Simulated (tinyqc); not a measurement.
# Floating body of a partially depleted SOI transistor: body voltage and kink, step by step

Computed by the program tinyqc: `OMP_NUM_THREADS=1 python tinyqc.py 2182004 2182005 out.jsonl`, one thread of a shared Intel Xeon 2.30GHz, about 0.3 s for the whole run. Printed values are rounded.

Source at 0 V. Channel current Ic = 2 nf K Vt^2 [F(0) - F(Vd)](1 + la Vd), F(V) = ln^2(1 + exp((Vg - VT - nf V)/(2 nf Vt))), VT = VT0 - gb Vb. Saturation voltage Vs = 2 Vt sqrt(F(0)) + 3 Vt, excess Ve = (Vd - Vs + sqrt((Vd - Vs)^2 + 0.0004 V^2))/2, multiplication M1 = Ai Ve exp(-Bl/Ve). Each junction passes D(v) = J1 (exp(v/Vt) - 1) + J2 (exp(v/(2 Vt)) - 1). Bipolar current Ib = bb J1 (exp(Vb/Vt) - 1). The body settles where M1 (Ic + Ib) = D(Vb) + D(Vb - Vd) + Vb/Rb; drain current Id = (1 + M1)(Ic + Ib) - D(Vb - Vd).

Parameters, values chosen for the exercise; values of the order met in partially depleted silicon-on-insulator transistors: temperature T = 398 K; threshold at zero body voltage VT0 = 0.33 V; fall of the threshold per volt of body voltage gb = 0.28; slope factor nf = 1.43; gain factor per width K = 160 uA/(V^2 um); channel-length modulation factor la = 0.06 1/V; impact-ionisation prefactor Ai = 3.06 1/V; impact-ionisation voltage Bl = 7.9 V; diffusion saturation current of each junction J1 = 5.3e-9 uA/um; recombination saturation current of each junction J2 = 8.2e-8 uA/um; gain of the lateral bipolar transistor on the diffusion current bb = 1; resistance of a weak body tie to the source (1e9 stands for no tie, and the term is then dropped) Rb = 20000 kohm um; gate voltage Vg = 0.31 V; drain voltage Vd = 2.3 V.

Constants: q = 1.602176634e-19 C, kB = 1.380649e-23 J/K, Vt = kB T/q. Results are converted to the units shown.

Range of the model: The multiplication law is an empirical form chosen for the exercise; self-heating and capacitive coupling to the body are left out, and the linear laws are rough once Vb passes about 0.7 V or M1 about 0.1.

## Starting value

Vb = 0.71 V.

Vb at the start = 0.71 V

## Iteration 1: new Vb

Current into the body I_in = M1 (Ic + Ib) - D(Vb - Vd), current out I_out = D(Vb) + Vb/Rb; f = ln(I_in/I_out), s = df/dVb by central differences over 1e-5 V, Vb(new) = Vb - f/s.

Ic = 2.38351 uA/um
Ve = 2.06185 V
M1 = 0.136765
I_in = 1.03525 uA/um
I_out = 5.22409 uA/um
f = -1.61864
s = -8.59575 1/V
Vb after iteration 1 = 0.521693 V

## Iteration 2: new Vb

As before.

Ic = 1.43292 uA/um
Ve = 2.09224 V
M1 = 0.146725
I_in = 0.213385 uA/um
I_out = 0.0476459 uA/um
f = 1.49930
s = -11.2337 1/V
Vb after iteration 2 = 0.655157 V

## Course of the iteration

Stop when the step is below 1e-10 V, or after 40 iterations.

Course of the iteration:
```
iteration  Vb before the step (V)  step (V)
1                            0.71    -0.188
2                        0.521693     0.133
3                        0.655157   -0.0530
4                        0.602191   6.09e-3
5                        0.608277  -5.60e-6
6                        0.608271  4.70e-12
```

Converged in 6 iterations.

## Drain current with floating and with grounded body

converged Vb = 0.608271 V

Id and VT at the converged Vb, Id at Vb = 0, their ratio, and the bipolar share Ib/(Ic + Ib).

VT = 0.159684 V
Id, floating = 2.39428 uA/um
Id, grounded = 0.254722 uA/um
ratio = 9.39959
bipolar share = 12.7421 %

The body rises to 0.608 V and lowers the threshold by 170 mV.
